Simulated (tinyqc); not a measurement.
Energy and delay of logic against supply voltage: one step of the calculation.

One expression serves below and above threshold: I(Vg) = Ik [ln(1 + exp((Vg - VT + dd V)/(al nf Vt)))]^al, with I_on = I(V) and I_off = I(0). Gate delay td = kd C V/I_on, clock period LD td. Per gate and cycle the switching energy is act C V^2 and the leakage energy I_off V LD td. No short-circuit current, no variation. Minima are sought above 0.09 V; below a few Vt gates no longer switch and the model has no meaning.

Problem. New V. Minimum-energy supply: E(V) is the energy per gate and cycle; with h = 0.001 V, E' = (E(V + h) - E(V - h))/(2 h), E'' = (E(V - h) - 2 E(V) + E(V + h))/h^2, V(new) = V - E'/E''.

Values chosen for this exercise; values of the order met in logic technologies:
- T = 300 K (temperature)
- VT = 0.26 V (threshold voltage at zero drain bias)
- nf = 1.4 (slope factor)
- dd = 0.03 (barrier lowering per volt of supply)
- Ik = 0.89 uA (specific current of a gate)
- al = 1.76 (exponent of the current law)
- C = 2.1 fF (load capacitance of a gate)
- kd = 1.1 (delay factor)
- LD = 20 (logic depth)
- act = 0.1 (activity factor)

Constants: q = 1.602176634e-19 C, kB = 1.380649e-23 J/K, Vt = kB T/q. Results are converted to the units shown.

V at the start = 0.19 V

Give: E'; E''; V after iteration 1.

Solution.

E' = -69.76 aJ/V
E'' = 2321 aJ/V^2
V after iteration 1 = 0.2201 V

Computed by the program tinyqc: `OMP_NUM_THREADS=1 python tinyqc.py 2082039 2082040 out.jsonl`, one thread of a shared Intel Xeon 2.30GHz, about 0.01 s for the whole run.
